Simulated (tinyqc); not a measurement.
# Random telegraph noise from one oxide trap in a small MOSFET: what changes with what

An acceptor-like trap exchanges electrons with the channel. Inversion charge Q = Cox u, u = n Vt W0(exp((Vg - VT)/(n Vt))), W0 the Lambert function, n = nf, Cox = eps0 eox/tox; linear regime Id = (W/L) mu Q Vd. Relative to threshold the surface potential rises by Vt ln(u/u0) and the oxide voltage by the rest of Vg - VT, with u0 = n Vt W0(1).

Values chosen for this exercise; values of the order met in silicon transistors:

| symbol | value | unit | meaning |
|---|---|---|---|
| T | 200 | K | temperature |
| eox | 3.9 |  | relative permittivity of the gate insulator (close to silicon dioxide) |
| tox | 1.3 | nm | insulator thickness |
| xt | 0.36 | nm | depth of the trap from the channel interface |
| E0 | 0.31 | eV | trap level above the channel Fermi level at threshold |
| s0 | 2e-15 | cm^2 | capture prefactor |
| EB | 0.42 | eV | capture barrier (lattice relaxation) |
| lt | 0.12 | nm | tunnelling decay length |
| vth | 2.1e7 | cm/s | thermal velocity |
| zi | 2.6 | nm | thickness of the inversion layer |
| VT | 0.42 | V | threshold voltage |
| nf | 1.13 |  | body factor |
| W | 180 | nm | gate width |
| L | 51 | nm | gate length |
| mu | 220 | cm^2/(V s) | mobility |
| asc | 0 | V s | scattering coefficient of the charged trap |
| Vd | 0.1 | V | drain voltage |
| Vg | 1.29 | V | gate voltage |

Constants: q = 1.602176634e-19 C, kB = 1.380649e-23 J/K, Vt = kB T/q, eps0 = 8.8541878128e-14 F/cm where lengths are in cm. Results are converted to the units shown.

Each table varies one quantity; the others keep the values above.

## Time constants and noise against gate voltage

N = Cox u/q; dpsi = Vt ln(u/u0); E = E0 - dpsi - (xt/tox)(Vg - VT - dpsi); capture time tc = 1/[(N/zi) vth s0 exp(-xt/lt - EB/Vt)]; emission time te = tc exp(-E/Vt); occupancy te/(tc + te). A = W L; threshold step dV = q (1 - xt/tox)/(Cox A); gm/Id = 1/(u + n Vt); relative step dI/I = (gm/Id) dV + asc mu/A. fc = (1/tc + 1/te)/(2 pi); rms = (dI/I) sqrt(tc te)/(tc + te).

Time constants and noise against gate voltage:

| Vg (V) | E (eV) | tc (s) | te (s) | occupancy | dI/I (%) | fc (Hz) | rms dI/I (%) |
|---|---|---|---|---|---|---|---|
| 1.1 | 0.07164 | 0.4691 | 0.007343 | 0.01541 | 0.07514 | 22.01 | 0.009256 |
| 1.16 | 0.05390 | 0.4284 | 0.01878 | 0.04200 | 0.06880 | 8.847 | 0.01380 |
| 1.22 | 0.03624 | 0.3941 | 0.04812 | 0.1088 | 0.06344 | 3.711 | 0.01976 |
| 1.28 | 0.01867 | 0.3648 | 0.1235 | 0.2529 | 0.05884 | 1.725 | 0.02558 |
| 1.34 | 0.001156 | 0.3396 | 0.3175 | 0.4832 | 0.05486 | 0.9699 | 0.02741 |
| 1.4 | -0.01629 | 0.3176 | 0.8174 | 0.7202 | 0.05138 | 0.6959 | 0.02306 |
| 1.46 | -0.03369 | 0.2982 | 2.106 | 0.8760 | 0.04831 | 0.6093 | 0.01592 |
| 1.52 | -0.05105 | 0.2810 | 5.434 | 0.9508 | 0.04558 | 0.5956 | 0.009856 |
| 1.58 | -0.06836 | 0.2657 | 14.03 | 0.9814 | 0.04314 | 0.6103 | 0.005827 |

What does the comparison show?

tc falls from 0.469 to 0.266 s as the channel fills and te rises from 0.00734 to 14.0 s; they are equal at Vg = 1.34 V, where E = 0. The rms noise goes from 0.00926 through a maximum of 0.0274 (at Vg = 1.34 V among the rows listed) to 0.00583 %. The slope -Vt d ln(tc/te)/dVg is 0.296 between the first two rows and 0.289 between the last two; it tends to xt/tox = 0.277 only when the surface potential stops moving.

## Effect of the gate length

Same model as above.

The same in every row: E (eV) = 0.01574; tc (s) = 0.3604; te (s) = 0.1446; occupancy = 0.2863; fc (Hz) = 1.543.

Effect of the gate length:

| L (nm) | dI/I (%) | rms dI/I (%) |
|---|---|---|
| 15 | 0.1977 | 0.08935 |
| 25 | 0.1186 | 0.05361 |
| 41 | 0.07232 | 0.03269 |
| 67 | 0.04426 | 0.02000 |
| 110 | 0.02696 | 0.01218 |
| 180 | 0.01647 | 0.007446 |
| 300 | 0.009884 | 0.004468 |
| 500 | 0.005930 | 0.002681 |

As L goes from 15 to 500, tc stays at 0.360 s, te stays at 0.145 s and dI/I falls from 0.198 to 0.00593 %. The step goes as 1/(W L), while the times do not depend on the size.

Range of the model: VT is taken as given; short-channel effects and the uneven flow of current among few electrons are left out.

Program tinyqc, `OMP_NUM_THREADS=1 python tinyqc.py 2710105 2710106 out.jsonl`; Intel Xeon 2.30GHz, shared host, one thread, about 0.01 s.
